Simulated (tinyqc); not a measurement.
## CMOS inverter, nodal equation and switching: effect of the gain factor of the pull-up transistor

An n-channel pull-down (bn, VTn) and a p-channel pull-up (bp, VTp) share the input Vin and the output node Vout, which carries the load C. Transistor (EKV form, voltages against the body): I = 2 n b Vt^2 [F(vp - Vs) - F(vp - Vd)] from drain to source, F(v) = ln^2(1 + exp(v/(2 Vt))), vp = (Vg - VT + sg |Vd - Vs|)/n. n-channel bodies are at 0; for the p-channel device all voltages are counted down from Vdd. b in uA/V^2 gives I in uA. Static: In = Ip. Transient: C dVout/dt = Ip - In. No velocity saturation, no gate capacitance beyond C.

VM solves In = Ip with Vin = Vout; VIL and VIH are the inputs of gain -1, NML = VIL - Vout(VIH), NMH = Vout(VIL) - VIH. For a step input the delay to Vdd/2 is tHL = C times the integral of dV/(In - Ip) from Vdd/2 to Vdd at Vin = Vdd, and tLH likewise with Ip - In from 0 to Vdd/2 at Vin = 0.

Parameters, values chosen for the exercise:
```
symbol  value    unit                                  meaning
T         400       K                              temperature
Vdd       0.7       V                           supply voltage
n        1.21                                     slope factor
sg      0.042                   drain-induced barrier lowering
VTn       0.3       V                      n-channel threshold
VTp      0.36       V          p-channel threshold (magnitude)
bn        670  uA/V^2  gain factor of the pull-down transistor
C        0.23      fF                         load capacitance
```

Constants: q = 1.602176634e-19 C, kB = 1.380649e-23 J/K, Vt = kB T/q. Results are converted to the units shown.

Effect of the gain factor of the pull-up transistor:
```
bp (uA/V^2)	VM (V)	gain at VM	NML (V)	NMH (V)	tHL (ps)	tLH (ps)
130	0.2710	-23.44	0.1955	0.3620	1.632	11.38
210	0.2857	-23.54	0.2113	0.3466	1.632	7.045
320	0.2986	-23.60	0.2251	0.3331	1.632	4.623
480	0.3110	-23.64	0.2384	0.3200	1.632	3.082
740	0.3243	-23.67	0.2524	0.3060	1.632	1.999
1100	0.3364	-23.69	0.2652	0.2931	1.632	1.345
1700	0.3497	-23.70	0.2793	0.2788	1.632	0.8701
2700	0.3639	-23.70	0.2941	0.2636	1.632	0.5479
```

As bp goes from 130 to 2700 uA/V^2, VM rises from 0.271 to 0.364 V, the size of the gain rises from 23.4 to 23.7, tHL stays near 1.63 ps and tLH falls from 11.4 to 0.548 ps. The smaller margin is largest, 0.279 V, at bp = 1700 uA/V^2 among the rows. A stronger pull-up raises VM and trades low-side against high-side margin.

Computed by the program tinyqc: `OMP_NUM_THREADS=1 python tinyqc.py 2340028 2340029 out.jsonl`, one thread of a shared Intel Xeon 2.30GHz, about 0.04 s for the whole run.
